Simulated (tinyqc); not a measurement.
Inside a calculation. Model: longitudinal sound in a periodic multilayer: transfer matrices, stop bands and folded phonons. Computed by tinyqc, a small Python program that keeps every step. Command: `OMP_NUM_THREADS=1 python tinyqc.py 3003767 3003768 out.jsonl multilayer walk`. One thread of a shared host (Intel(R) Xeon(R) Processor @ 2.30GHz), about 0.01 s of CPU time with the checks. Intermediate numbers are printed to about 6 digits and carried at full precision; extremes and crossings named in words are read from the listed rows.

Layers 1 and 2 repeat with period d = d_1 + d_2; waves travel normal to the layers, without loss. State vector (u, s): displacement u and stress divided by omega. Impedances Z = rho v are in 1e6 kg/(m^2 s).

Inputs (values chosen for the exercise, modelled on silica (layer 1), silicon nitride (layer 2) and gallium arsenide (substrate)): density rho_1 = 2.2 g/cm^3; velocity v_1 = 6050 m/s; thickness d_1 = 497 nm; density rho_2 = 3.14 g/cm^3; velocity v_2 = 9940 m/s; thickness d_2 = 832 nm; substrate density = 5.42 g/cm^3; substrate velocity = 4780 m/s; periods N = 20; frequency f = 2.05 GHz.

## Impedances, mean velocity and Bragg frequency

Z = rho v; interface reflection r = (Z_2 - Z_1)/(Z_2 + Z_1) (stress amplitude, from 1 into 2); Bragg frequency f_B = 1/[2 (d_1/v_1 + d_2/v_2)]; long-wave velocity v_eff = d/sqrt[(d_1/v_1)^2 + (d_2/v_2)^2 + (Z_1/Z_2 + Z_2/Z_1)(d_1/v_1)(d_2/v_2)].

Z_1 = 13.31

Z_2 = 31.2116

Z of the substrate = 25.9076

interface reflection r = 0.402088

Bragg frequency f_B = 3.01475 GHz

long-wave velocity v_eff = 7336.96 m/s

## Transfer matrix of one period

A layer maps (u, s) by [[cos p, sin p/Z], [-Z sin p, cos p]], p = 2 pi f d_i/v_i; one period is M = M_2 M_1, and cos(q d) = trace(M)/2.

phase p_1 = 1.05812 rad

phase p_2 = 1.07813 rad

M:
$$\begin{pmatrix}
-0.0954221 & 0.0448136 \\
-18.9749 & -1.56847
\end{pmatrix}$$

trace(M)/2 = -0.831944

|trace/2| < 1: f lies in a pass band, with q d = 2.5534 rad (folded into 0 to pi).

## Transmission through N periods

For N periods A = M^N. A wave comes from a thick layer of material 1 and leaves into the substrate (Z_s): transmitted power T = 4 Z_1 Z_s/|Z_1 A_22 + Z_s A_11 - i (Z_1 Z_s A_12 - A_21)|^2, reflected power R = 1 - T.

A = M^N:
$$\begin{pmatrix}
1.64944 & 0.0580782 \\
-24.5914 & -0.259619
\end{pmatrix}$$

transmitted power T = 0.390351

T in decibel = -4.08545 dB

## The first stop band

Gap m contains m f_B; its edges, where trace(M)/2 = (-1)^m, are found by root search. Weak-contrast estimate of the width: (4 f_B/pi) |r sin(m pi a)|, a = (d_1/v_1)/(d_1/v_1 + d_2/v_2).

lower edge = 2.22062 GHz

upper edge = 3.80879 GHz

width/f_B = 52.6797 %

transmitted power at f_B = 1.22254e-14

Caution: so small a transmitted power at f_B holds only for perfect layers and strictly normal incidence.

## The first four gaps

The formulas are those given above.

Stop bands (GHz):
```
m  lower edge  upper edge    width  weak-contrast estimate
1      2.2206      3.8088  1.58816                 1.54325
2      6.0069      6.0523  0.04541                 0.04541
3      8.2508      9.8375  1.58670                 1.54191
4     12.0138     12.1046  0.09079                 0.09078
```

With a = 0.495, gap 1 is the widest and gap 2 the narrowest: the layers are near a quarter wave each at f_B, so the even gaps almost close. The weak-contrast estimate misses the first width by -2.8 % at |r| = 0.40. Odd gaps open at the edge of the folded zone (q = pi/d), even ones at its centre.

## Mirror strength against the number of periods

The formulas are those given above.

Transmitted power:
```
N      T at f_B  T at f_B (dB)    T at f
1      0.772369       -1.12175  0.797094
2      0.227336       -6.43332  0.420316
3     0.0457674       -13.3944  0.322170
4    0.00848439       -20.7138  0.394265
6   2.81843e-04       -35.4999  0.951743
8   9.32536e-06       -50.3033  0.334745
12  1.02063e-08       -79.9113  0.641080
16  1.11703e-11       -109.519  0.886198
24  1.33802e-17       -168.735  0.336288
```

At f_B each further period removes 7.40 dB at large N, which is 20 log10 of the impedance ratio, 7.40 dB, as for a quarter-wave stack; 99 % reflection needs N = 4 among these rows. At f, in a pass band, T does not decay with N. Values below about 1e-6 belong to the ideal stack: roughness and scattering into other modes, left out here, set a floor in a real one.

Checks made by the program: trace against Rytov's formula cos p_1 cos p_2 - (1/2)(Z_1/Z_2 + Z_2/Z_1) sin p_1 sin p_2 (relative difference below 1e-10).
